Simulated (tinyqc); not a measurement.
Tunnelling through a two-layer gate stack, WKB transmission and Tsu-Esaki current: two steps of the calculation.

Electrons leave the emitter at x = 0. Energies E (motion across the layers) are in eV from the emitter Fermi level; the collector Fermi level lies at -V and offers states at every E. No charge in the dielectric and no image force: F1 = V/(t1 + t2 eps1/eps2), F2 = F1 eps1/eps2; U = phi1 - F1 x in layer 1 and phi2 - F1 t1 - F2 (x - t1) in layer 2. With C = hbar^2/(2 m0), kappa = sqrt(m (U - E)/C) where U > E and 0 elsewhere; T(E) = exp(-S), S = 2 times the integral of kappa over x.

Values chosen for this exercise; layer 1 close to aluminium oxide, layer 2 close to hafnium oxide:
```
symbol,value,unit,meaning
phi1,2.59,eV,barrier of layer 1 above the emitter Fermi level at zero bias
m1,0.41,m0,tunnelling mass of layer 1
t1,0.9,nm,thickness of layer 1
eps1,9.15,,relative permittivity of layer 1
phi2,1.51,eV,barrier of layer 2 at zero bias
m2,0.21,m0,tunnelling mass of layer 2
t2,1.8,nm,thickness of layer 2
eps2,22.7,,relative permittivity of layer 2
V,1,V,voltage across the dielectric
E,0,eV,energy of the electron followed
nc,6,,cells in each layer
```

Constants: q = 1.602176634e-19 C, hbar = 1.054571817e-34 J s, m0 = 9.1093837015e-31 kg, hbar^2/(2 m0) = 0.0380998212 eV nm^2. Results are converted to the units shown.

Task 1. Fields and band edges. F1 = V/(t1 + t2 eps1/eps2), F2 = F1 eps1/eps2; U = phi1 - F1 x in layer 1 and phi2 - F1 t1 - F2 (x - t1) in layer 2. EOT = 3.9 (t1/eps1 + t2/eps2).

Give: F1; F2; U at the end of layer 1; U at the start of layer 2; U at the end of layer 2; EOT.

Result 1.

F1 = 6.1518 MV/cm
F2 = 2.4797 MV/cm
U at the end of layer 1 = 2.0363 eV
U at the start of layer 2 = 0.95634 eV
U at the end of layer 2 = 0.51000 eV
EOT = 0.69286 nm

Task 2. WKB exponent by the midpoint rule. Cut each layer into nc equal cells, take U and kappa at the cell centres, and sum S = 2 sum kappa h.

Give: x; U; kappa; S; T(E).

Result 2.

```
cell,x (nm),U (eV),kappa (1/nm)
0,0.0750,2.5439,5.2321
1,0.2250,2.4516,5.1363
2,0.3750,2.3593,5.0388
3,0.5250,2.2670,4.9392
4,0.6750,2.1748,4.8377
5,0.8250,2.0825,4.7339
6,1.0500,0.9191,2.2508
7,1.3500,0.8448,2.1578
8,1.6500,0.7704,2.0606
9,1.9500,0.6960,1.9586
10,2.2500,0.6216,1.8510
11,2.5500,0.5472,1.7367
```

S = 16.185
T(E) = 9.3557e-8

Computed by the program tinyqc: `OMP_NUM_THREADS=1 python tinyqc.py 2540045 2540046 out.jsonl`, one thread of a shared Intel Xeon 2.30GHz, about 0.04 s for the whole run.
